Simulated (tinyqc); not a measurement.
Inside a calculation. Model: the 3-omega method: a line heater on a substrate with a thin film. Computed by tinyqc, a small Python program that keeps every step. Command: `OMP_NUM_THREADS=1 python tinyqc.py 3005343 3005344 out.jsonl threeomega walk`. One thread of a shared host (Intel(R) Xeon(R) Processor @ 2.30GHz), about 0.01 s of CPU time with the checks. Intermediate numbers are printed to about 5 digits and carried at full precision; extremes and crossings named in words are read from the listed rows.

A current at angular frequency omega = 2 pi f heats the line at 2 omega with the amplitude P per length; the temperature swing Delta T at 2 omega gives a voltage at 3 omega. The substrate is taken as semi-infinite and isotropic, and the heat capacity of heater and film is left out.

Inputs (values chosen for the exercise, modelled on amorphous silicon on gallium arsenide):

| quantity | value | unit |
|---|---|---|
| substrate conductivity kappa | 43.9 | W/(m K) |
| substrate heat capacity C | 1.71 | 1e6 J/(m^3 K) |
| heater half-width b | 24 | micrometre |
| power amplitude per length P | 18 | W/m |
| current frequency f | 25 | Hz |
| film thickness t | 540 | nm |
| film conductivity kappa_f | 1.4 | W/(m K) |
| interface resistance R_i | 6.1 | m^2 K/GW |
| substrate thickness d_s | 300 | micrometre |
| temperature coefficient of resistance beta | 2.8 | 1e-3/K |
| voltage amplitude V_1 | 2.1 | V |

## Penetration depth

D = kappa/C; q = sqrt(2 i omega/D); penetration depth 1/|q| = sqrt(D/(2 omega)).

diffusivity D = 25.673 mm^2/s

penetration depth = 285.86 micrometre

|q| b = 0.083956

penetration depth / d_s = 0.95288

Caution: the penetration depth exceeds a fifth of the substrate thickness, so the back face is felt and the semi-infinite formula fails.

## Temperature swing of the bare substrate

Delta T_s = (P/(pi kappa)) int_0^infinity (sin x/x)^2 / sqrt(x^2 + (q b)^2) dx with (q b)^2 = i |q b|^2, averaged over the heater width (12 Gauss-Legendre points on each of the pieces 0, 14 log-spaced edges from 1e-5 to 1, and multiples of pi to 40 pi; the tail adds 1/(4 (40 pi)^2)). For |q| b much below 1: Delta T_s = (P/(pi kappa)) [-ln(|q| b) + eta - i pi/4], eta = 3/2 - C_E = 0.92278, with Euler's C_E = 0.5772157.

in-phase Delta T_s = 0.44390 K

out-of-phase Delta T_s = -0.10197 K

in-phase, narrow-line form = 0.44378 K

out-of-phase, narrow-line form = -0.10251 K

The narrow-line form misses the in-phase part by -0.03 % and the out-of-phase part by +0.5 % at |q| b = 0.084.

## The film adds a constant step

One-dimensional flow across the film: Delta T_f = P (t/kappa_f + R_i)/(2 b); total in-phase swing Delta T = Delta T_s + Delta T_f; third-harmonic amplitude V_3 = V_1 beta |Delta T|/2 with the out-of-phase part included; the apparent film conductivity is t/(t/kappa_f + R_i).

Delta T_f = 0.14693 K

total in-phase swing = 0.59083 K

V_3 = 1.7627 mV

apparent film conductivity = 1.3782 W/(m K)

film share of the in-phase swing = 0.24868

The interface lowers the apparent conductivity by 2 %. The film gives a large part of the signal.

## Conductivity from the slope

Take the in-phase swing at f and at 2f; in the narrow-line limit kappa = P ln 2/(2 pi [Delta T(f) - Delta T(2f)]), whatever the film and the heater width.

in-phase Delta T_s at 2f = 0.39879 K

kappa from the slope = 44.016 W/(m K)

error of the slope method = 0.26455 %

## The window of frequencies

The slope value uses each f and 2f: kappa = P ln 2/(2 pi [Delta T(f) - Delta T(2f)]).

Bare substrate:

| f (Hz) | penetration depth (micrometre) | \|q\| b | in-phase (K) | out-of-phase (K) | narrow-line form (K) | kappa from the slope (W/(m K)) |
|---|---|---|---|---|---|---|
| 0.035 | 7640.0 | 0.0031413 | 0.87260 | -0.10250 | 0.87260 | 43.900 |
| 0.35 | 2416.0 | 0.0099338 | 0.72235 | -0.10249 | 0.72234 | 43.902 |
| 3.5 | 764.00 | 0.031413 | 0.57210 | -0.10241 | 0.57208 | 43.916 |
| 18 | 336.89 | 0.071239 | 0.46530 | -0.10210 | 0.46522 | 43.984 |
| 71 | 169.63 | 0.14149 | 0.37600 | -0.10122 | 0.37567 | 44.227 |
| 350 | 76.400 | 0.31413 | 0.27320 | -0.097844 | 0.27156 | 45.467 |
| 1400 | 38.200 | 0.62827 | 0.18724 | -0.089626 | 0.18110 | 49.838 |
| 7100 | 16.963 | 1.4149 | 0.10043 | -0.068239 | 0.075145 | 70.922 |
| 35000 | 7.6400 | 3.1413 | 0.046182 | -0.039536 | -0.028957 | 146.53 |
| 210000 | 3.1190 | 7.6947 | 0.018840 | -0.017737 | -0.14588 | 359.86 |

The slope gives kappa within 1 % up to |q| b = 0.14 (f = 71 Hz) among these rows. The penetration depth stays under d_s/5 = 60 micrometre from f = 1400 Hz up, so no row meets both conditions: the heater is too wide for this substrate. At high f the flow turns one-dimensional: in-phase and out-of-phase parts become equal in size (ratio 0.94 in the last row) and fall as f^(-1/2) (exponent -0.50).

Checks made by the program: narrow-line limit at |q| b = 0.002 (relative difference 7e-07).
